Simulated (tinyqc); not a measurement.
Thermal, flicker and telegraph noise of a field-effect transistor: one step, computed by the program tinyqc. Command: `OMP_NUM_THREADS=1 python tinyqc.py 3000107 3000108 out.jsonl noise walk`. One thread of a shared host (Intel(R) Xeon(R) Processor @ 2.30GHz), about 0.01 s of CPU time with the checks.

Strong inversion, threshold roll-off and channel-length modulation left out; noise sources are uncorrelated and are given as one-sided spectral densities.

Task: How many traps? Active traps per decade of time constant: N_dec = N_t k_B T W L lambda ln(10); a single trap at the interface shifts the threshold by e/(W L C_ox) and the current by g_m times that; tunnelling depth for frequency f, z = lambda ln(1/(2 pi f tau_0)), tau_0 = 1e-10 s.

Inputs (values chosen for the exercise, modelled on a silicon n-channel):
```
quantity                value         unit
width W                    69   micrometre
length L                  340           nm
oxide trap density N_t  4e+17  1/(eV cm^3)
frequency f               300           Hz
temperature T             200            K
```

Operating region: saturation. Flicker model: Hooge.

tunnelling length lambda = 1.229592 angstrom

C_ox = 0.7673629 microfarad/cm^2

g_m = 14932.25 microsiemens

drain current I = 3902.476 microampere

Constants: k_B = 8.617333262e-05 eV/K; e = 1.602176634e-19 C.

Give: traps per decade; threshold step of one trap; current step of one trap; depth probed at f.

Result:

traps per decade = 45.79

threshold step of one trap = 8.900e-04 mV

current step of one trap = 3.405e-04 %

depth probed at f = 1.904 nm

With several traps per decade their Lorentzians merge into 1/f.
